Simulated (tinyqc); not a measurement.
A stack of flat layers between unequal leads with mass mismatch, transfer matrices: one step of the calculation.

One electron of energy E comes from the left lead (band edge 0); no transverse momentum. Parabolic bands, masses in units of m0, C = hbar^2/(2 m0); psi and psi'/m are continuous at every interface. The layers follow each other from left to right, then the right lead.

Question. Matrices of the layers. For the pair (psi, psi'/m) a flat layer has M = [[cos kd, (m/k) sin kd], [-(k/m) sin kd, cos kd]] with k = sqrt(m (E - U)/C) above its edge U, and M = [[cosh Kd, (m/K) sinh Kd], [(K/m) sinh Kd, cosh Kd]] with K = sqrt(m (U - E)/C) below it. M12 is in nm, M21 in 1/nm.

Parameters, values chosen for the exercise; masses and band edges of a made-up stack:
- U = [0.37, -0.02, 0.24] eV (band edges of the layers, left to right)
- m = [0.25, 0.23, 0.24] m0 (masses of the layers)
- d = [1.4, 1.4, 0.9] nm (widths of the layers)
- E = 0.49 eV (electron energy)

Constants: q = 1.602176634e-19 C, hbar = 1.054571817e-34 J s, m0 = 9.1093837015e-31 kg, hbar^2/(2 m0) = 0.0380998212 eV nm^2. Results are converted to the units shown.

Give: M of layer 1; M of layer 2; M of layer 3.

Answer.

M of layer 1:
```
         1        2
1  0.32262  0.26667
2  -3.3596  0.32262
```

M of layer 2:
```
          1         2
1  -0.77436  0.082942
2   -4.8272  -0.77436
```

M of layer 3:
```
         1        2
1  0.42718  0.17292
2  -4.7277  0.42718
```

Range of the model: Masses are held fixed, although real bands cease to be parabolic a few tenths of an eV from their edges (inside a barrier too).

Computed by the program tinyqc: `OMP_NUM_THREADS=1 python tinyqc.py 2560102 2560103 out.jsonl`, one thread of a shared Intel Xeon 2.30GHz, about 0.01 s for the whole run.
